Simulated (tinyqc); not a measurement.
# Pinning factor and neutrality level from two metals

Inverse problem. On an oxide a metal of vacuum work function pM shows the effective value Phi + S (pM - Phi), with S = 1/(1 + 0.1 (eps_inf - 1)^2). Find S, Phi and eps_inf.

effective work functions for metals of 4.02 and 5.6 eV (eV): 4.3476743  5.2086112

Solution. The slope is S, and the point where both work functions agree is Phi.

S = 0.545
Phi = 4.74 eV
eps_inf = 3.89

Computed by the program tinyqc: `OMP_NUM_THREADS=1 python tinyqc.py 2410088 2410089 out.jsonl`, one thread of a shared Intel Xeon 2.30GHz, about 0.01 s for the whole run.
